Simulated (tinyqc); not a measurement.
# Frequency dispersion of an accumulation capacitance by border traps, distributed model: effects of single changes

Traps spread evenly through the insulator exchange electrons with the semiconductor by tunnelling, with tau(x) = t0 exp(2 ka x) at depth x from the interface. The admittance per area Y seen at depth x obeys dY/dx = -Y^2/(i w eps0 eox) + q Nb ln(1 + i w tau)/tau, with Y(0) = i w Cs and w = 2 pi f; the gate sees Y(tox) = G + i w C. Working variable y = Y/(i w), in uF/cm^2. Cox = eps0 eox/tox.

Values chosen for this exercise; permittivity close to that of aluminium oxide: relative permittivity of the insulator eox = 8.92; insulator thickness tox = 8 nm; semiconductor capacitance in accumulation Cs = 7.1 uF/cm^2; density of border traps Nb = 1.3e19 cm^-3 eV^-1; decay constant of the wave function in the insulator ka = 4.2 1/nm; time constant of a trap at the interface t0 = 6e-11 s; frequency f = 100 Hz.

Constants: q = 1.602176634e-19 C, eps0 = 8.8541878128e-14 F/cm where lengths are in cm. Results are converted to the units shown.

Each table varies one quantity; the others keep the values above.

## Capacitance and loss against frequency

Cox; trap-free value 1/(1/Cox + 1/Cs); response depth d = ln(1/(w t0))/(2 ka), where w tau = 1; lumped estimate: all traps within d act as C_bt = q Nb d placed at d/2, so C = 1/{1/[1/(1/Cs + d/(2 eps0 eox)) + C_bt] + (tox - d/2)/(eps0 eox)}. C and G from a fine integration; dispersion -d C/d log10 f over C, from f times and over 1.1. For a broad spread of time constants G/w is close to -(pi/2) dC/d ln w.

The same in every row: trap-free C (uF/cm^2) = 0.8667.

Capacitance and loss against frequency:
```
f (Hz)  d (nm)  C (uF/cm^2)  G/w (uF/cm^2)  dispersion (% a decade)  -(pi/2) dC/d ln w (uF/cm^2)  lumped C (uF/cm^2)
10       2.309       0.9001       0.005218                   0.8486                     0.005211              0.8937
100      2.035       0.8930       0.004505                   0.7382                     0.004498              0.8880
1000     1.761       0.8869       0.003837                   0.6329                     0.003830              0.8831
10000    1.487       0.8818       0.003215                   0.5333                     0.003208              0.8789
1e5      1.213       0.8775       0.002641                   0.4399                     0.002633              0.8753
1e6     0.9385       0.8740       0.002116                   0.3536                     0.002108              0.8724
1e7     0.6644       0.8713       0.001643                   0.2751                     0.001635              0.8701
```

Read the table: what changes, and by how much?

C falls from 0.9001 to 0.8713 uF/cm^2, towards the trap-free 0.8667; each decade of frequency removes ln 10/(2 ka) = 0.274 nm from the response depth. The dispersion falls from 0.849 to 0.275 % a decade and G/w falls from 0.00522 to 0.00164 uF/cm^2. G/w stays at 1.00 times -(pi/2) dC/d ln w, the relation for a broad spread of time constants.

## Effect of the semiconductor capacitance in accumulation

Same model as above.

The same in every row: d (nm) = 2.035.

Effect of the semiconductor capacitance in accumulation:
columns A: Cs (uF/cm^2); B: C (uF/cm^2); C: G/w (uF/cm^2); D: dispersion (% a decade); E: -(pi/2) dC/d ln w (uF/cm^2); F: lumped C (uF/cm^2); G: trap-free C (uF/cm^2)
```
A          B         C       D         E       F       G
0.2   0.4159   0.01869   6.580   0.01867  0.4000  0.1663
0.39  0.4807   0.01619   4.933   0.01618  0.4669  0.2796
0.75  0.5708   0.01302   3.340   0.01301  0.5597  0.4262
1.4   0.6730  0.009835   2.141  0.009830  0.6643  0.5790
2.8   0.7835  0.006899   1.290  0.006894  0.7770  0.7299
5.4   0.8665  0.005038  0.8511  0.005031  0.8612  0.8346
10    0.9199  0.003996  0.6355  0.003988  0.9152  0.8985
20    0.9565  0.003353  0.5124  0.003343  0.9521  0.9408
```

As Cs goes from 0.2 to 20, C rises from 0.416 to 0.956 uF/cm^2, the dispersion falls from 6.58 to 0.512 % a decade and G/w falls from 0.0187 to 0.00335 uF/cm^2. The lumped estimate is 3.8 % below C in the first row and 0.46 % below it in the last. The same traps disperse C more when Cs is small, since they then add to the weaker series term.

Numbers from tinyqc (`OMP_NUM_THREADS=1 python tinyqc.py 2202084 2202085 out.jsonl`; about 0.6 s on one thread of a shared Intel Xeon 2.30GHz).
